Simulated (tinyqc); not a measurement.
Metal-induced gap states at the contact of a metal chain and a two-band chain, step by step. Values are carried at full precision from step to step, so a last printed digit may differ when a step is redone from the rounded ones.

The semiconductor alternates sites A at -Eg/2 and C at +Eg/2 with hopping -t; the gap runs from -Eg/2 to Eg/2. In the gap cosh(q a) = 1 + (Eg^2/4 - E^2)/(2 t^2) and the amplitude changes by -exp(-q a) a period. The metal has site energy 0 and hopping -tm; its end site has g_m = (E - i sqrt(4 tm^2 - E^2))/(2 tm^2). Sites 1, 2, ... count into the semiconductor, with energies e1, e2 alternating. The clean half chain has g1 = 1/(E - e1 - t^2 g2), g2 = 1/(E - e2 - t^2 g1), decaying root. With the contact G11 = 1/(1/g1 - tc^2 g_m), and the density on site j is -Im G_jj/pi = |psi_j/psi_1|^2 (-Im G11/pi), per spin, with psi_2/psi_1 = -t g2, psi_3/psi_2 = -t g1.

Constants: e^2/(4 pi eps0) = 14.39964547 eV angstrom.

Parameters, chosen for this exercise (gap and optical dielectric constant near those of Ge; the chain itself is a model; not measured data): Eg = 0.65 eV (gap); t = 2.16 eV (hopping in the semiconductor); a = 4 angstrom (period (two sites); one chain for each area a^2); E = 0.14 eV (energy from mid-gap); tm = 2.83 eV (hopping in the metal); tc = 1.99 eV (hopping across the contact); end = C (site that touches the metal); eps = 16.4 (dielectric constant).

## Decay in the gap

Form cosh(q a), l = exp(-q a), q and the decay length 1/(2q) of the density.

cosh(q a) = 1.00922
l = 0.87312
q = 0.03392 1/angstrom
xi, the decay length of the density = 14.740 angstrom

## Green functions

The decaying root is g1 = (1 - l)/(E - e1), g2 = (1 - l)/(E - e2), l = exp(-q a). Form them, g_m and G11.

g1, g2 (1/eV): [-0.68584, 0.27286]

g_m = 0.00874-0.35325i 1/eV
G11 = -0.35667-0.33427i 1/eV

## Density site by site

D1 = -Im G11/pi, D2 = (t g2)^2 D1, and each further period multiplies by l^2. The sum over all sites is (D1 + D2)/(1 - l^2). The Green functions stand in the order g1, g2.

density on sites 1 to 8 (1/eV): [0.10640, 0.03696, 0.08111, 0.02818, 0.06184, 0.02148, 0.04714, 0.01637]

Ds, the density per spin summed over the semiconductor = 0.60321 1/eV

The first period holds 24 % of the gap states at this energy.

## Pinning factor

Gap states per area N = 2 Ds/a^2 (two spins). Charge in them sits a distance xi from the metal, so S = 1/(1 + 4 pi e^2 N xi/eps), e^2 meaning e^2/(4 pi eps0); S is the change of the barrier per change of the metal work function.

N = 7.540e+14 1/(eV cm^2)
4 pi e^2 N xi/eps = 12.2631
S = 0.0754

Strong pinning, near the Bardeen limit S = 0.

## Checks

- g1 from the closed form against decimation: both -0.685841.

Run: tinyqc, `OMP_NUM_THREADS=1 python tinyqc.py 1451157 1451158 out.jsonl`; Intel(R) Xeon(R) Processor @ 2.30GHz, one thread, shared host; about 0.01 s of CPU time with all checks.
